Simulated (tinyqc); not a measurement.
What each parameter does: six-band k.p model of the valence band of a wurtzite crystal.

At k = 0: E1 = D1c + D2c + Te + Le (pure HH); E2, E3 = Le + u +/- sqrt(u^2 + 2 D3c^2), u = (D1c - D2c + Te)/2, D1c = Dcr, D2c = D3c = Dso/3. The weight of LH in state 2 is fL = (E2 - Le)^2/((E2 - Le)^2 + 2 D3c^2). Relative strengths of transitions to the conduction band: for E perpendicular to c (TE) 1/2, fL/2, (1 - fL)/2; for E along c (TM) 0, 1 - fL, fL, with one momentum element for both directions.

Strain of a c-plane layer: exx = eyy = e_par, ezz = -2 (C13/C33) e_par; Le = D1 ezz + D2 (exx + eyy), Te = D3 ezz + D4 (exx + eyy).

Conduction edge: Ec = (top of the unstrained valence band) + Eg + (a1 + D1) ezz + (a2 + D2)(exx + eyy).

Values chosen for the exercise (near those of GaN; not measured data):

| symbol | value | unit | meaning |
|---|---|---|---|
| Dcr | 0.0141 | eV | crystal-field splitting |
| Dso | 0.0176 | eV | spin-orbit splitting |
| Eg | 3.535 | eV | direct gap at Gamma from the top of the unstrained valence band |
| a1 | -5.08 | eV | gap potential along c |
| a2 | -11.31 | eV | gap potential in the plane |
| D1 | -3.53 | eV |  |
| D2 | 4.65 | eV |  |
| D3 | 8.28 | eV |  |
| D4 | -4.25 | eV |  |
| C13 | 108 | GPa |  |
| C33 | 379 | GPa |  |
| e_par | 0.0018 |  | exx = eyy of a c-plane layer |

Splittings at k = 0 under the strain, fL and the lowest transition.

Results for these values:

| case | E1 - E2 (meV) | E1 - E3 (meV) | fL | lowest transition (eV) |
|---|---|---|---|---|
| base | -7.42 | 15.33 | 0.1580 | 3.5159 |

What happens to each result for C33 = 454.8 GPa, all else kept?

Answer: E1 - E2 rises from -7.42 to -6.24; E1 - E3 rises from 15.33 to 15.56; fL rises from 0.1580 to 0.1756; lowest transition falls from 3.5159 to 3.5148.

The same for each parameter in turn:

| case | E1 - E2 (meV) | E1 - E3 (meV) | fL | lowest transition (eV) |
|---|---|---|---|---|
| base | -7.42 | 15.33 | 0.1580 | 3.5159 |
| C33 = 454.8 GPa | -6.24 | 15.56 | 0.1756 | 3.5148 |
| e_par = 0.00216 | -11.54 | 14.69 | 0.1127 | 3.5094 |
| D4 = -3.4 eV | -4.90 | 15.87 | 0.1991 | 3.5153 |
| Dso = 0.02112 eV | -7.29 | 18.72 | 0.1783 | 3.5160 |
| C13 = 86.4 GPa | -6.01 | 15.61 | 0.1794 | 3.5145 |
| Dcr = 0.01128 eV | -9.84 | 14.92 | 0.1289 | 3.5135 |
| D1 = -4.236 eV | -7.42 | 15.33 | 0.1580 | 3.5159 |
| D2 = 5.58 eV | -7.42 | 15.33 | 0.1580 | 3.5159 |

D1 and D2 shift all valence edges and the conduction edge alike, so they drop out of splittings and transitions.

tinyqc: `OMP_NUM_THREADS=1 python tinyqc.py 1050524 1050525 out.jsonl`; about 0.01 s, one thread, shared Intel(R) Xeon(R) Processor @ 2.30GHz.
